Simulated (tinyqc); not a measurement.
Inside a calculation. Method: Hubbard ring of 4 sites. Computed by tinyqc, a small Python program that keeps every step. Settings: hopping = 1.74, U = 8.8, mixing = 1, iteration cap = 66. Command: `OMP_NUM_THREADS=1 python tinyqc.py 29366 29367 out.jsonl` (the two numbers bound the seeds that draw the settings). One thread of a shared host (Intel(R) Xeon(R) Processor @ 2.60GHz), about 0.2 s of CPU time with the checks. Later iterations appear only in the table of the cycle.

## Mean-field iteration 1

one-body matrix (hopping and site energies) (eV):
```
           1          2          3          4
1  -0.780000  -1.740000   0.000000  -1.740000
2  -1.740000   0.750000  -1.740000   0.000000
3   0.000000  -1.740000  -0.940000  -1.740000
4  -1.740000   0.000000  -1.740000   0.990000
```

U = 8.800000 eV

electrons, up and down: 2  1

mixing = 1

n(up) at the start (a guess, not normalised): 1 0.500000, 2 0.500000, 3 0.500000, 4 0.500000

n(down) at the start (a guess): 1 0.250000, 2 0.250000, 3 0.250000, 4 0.250000

H(up) = T + U n(down), H(down) = T + U n(up); fill the lowest levels; n(new) = n + mixing (n(out) - n); E = tr T (rho up + rho down) + U sum n_up n_down of the output.

levels, up (eV): -1.383578  1.340909  3.067950  5.794718

levels, down (eV): 0.816422  3.540909  5.267950  7.994718

energy = -2.964231 eV

n(up) after iteration 1: 1 0.803173, 2 0.200225, 3 0.816882, 4 0.179720

n(down) after iteration 1: 1 0.292080, 2 0.199923, 3 0.328506, 4 0.179491

## Mean-field iteration 2

As before.

levels, up (eV): -1.292255  1.870932  2.539374  5.701949

levels, down (eV): 0.457256  2.542030  6.268124  8.352591

energy = -3.793635 eV

n(up) after iteration 2: 1 0.783266, 2 0.229790, 3 0.764302, 4 0.222642

n(down) after iteration 2: 1 0.131075, 2 0.378545, 3 0.132862, 4 0.357518

## Convergence

Each step fills the lowest levels of T + U n(other spin) and sets n(new) = n + mixing (n(out) - n); stop when output and input agree to 1e-8.

Course of the cycle:
```
iteration       E (eV)  largest |n(out) - n(in)|  mean |n_up - n_down|
1          -2.96423118                  3.20e-01              0.250000
2          -3.79363507                  1.96e-01              0.391816
3          -4.07246816                  1.09e-01              0.471363
4          -4.14084081                  5.96e-02              0.504557
5          -4.15711021                  2.65e-02              0.519209
6          -4.16519247                  2.98e-02              0.523920
7          -4.17296369                  3.07e-02              0.525768
8          -4.18155250                  2.63e-02              0.525160
9          -4.19049599                  3.24e-02              0.524514
10         -4.19911745                  2.40e-02              0.522115
11         -4.20656253                  2.76e-02              0.531797
...                ...                       ...                   ...
40         -4.22206459                  4.96e-07              0.580406
41         -4.22206459                  3.81e-07              0.580406
42         -4.22206459                  2.22e-07              0.580406
43         -4.22206459                  1.71e-07              0.580406
44         -4.22206459                  9.97e-08              0.580406
45         -4.22206459                  7.66e-08              0.580407
46         -4.22206459                  4.47e-08              0.580407
47         -4.22206459                  3.43e-08              0.580407
48         -4.22206459                  2.00e-08              0.580407
49         -4.22206459                  1.54e-08              0.580407
50         -4.22206459                  8.99e-09              0.580407
```

local moments n_up - n_down: 1 0.752010, 2 -0.660813, 3 0.760727, 4 0.148077

Converged in 50 iterations. Before convergence this energy mixes input and output and is not variational, so it may rise towards its limit.

## Exact diagonalisation (24 states)

Lowest levels of the sector, and the double occupancy of the lowest state.

lowest levels (eV): -5.029704  -4.258780  -3.574718  -2.701886  -2.605168  -0.847950

double occupancy per site = 0.041408

The mean-field solution above lies 0.8076 eV above the exact energy.

## The lowest level by Lanczos steps

From a random start vector (not printed): a_j = <q_j|H|q_j>, b_j = norm of the remainder after orthogonalising; the Ritz value is the lowest eigenvalue of the tridiagonal matrix of a and b so far.

Lanczos:
```
j   a_j (eV)  b_j (eV)  lowest Ritz value (eV)
1   2.049520  5.676026              2.04952041
2   4.169567  4.220037             -2.66461566
3   5.147523  6.130730             -3.58616742
4   5.437226  3.768093             -4.22058964
5   2.551116  5.618554             -4.46145706
6   5.935277  3.816275             -4.70214420
7   4.361023  6.520059             -4.78415304
8   6.274602  5.038563             -4.87432126
9   4.428855  4.280920             -4.95345661
10  3.573040  3.863017             -5.00416360
```
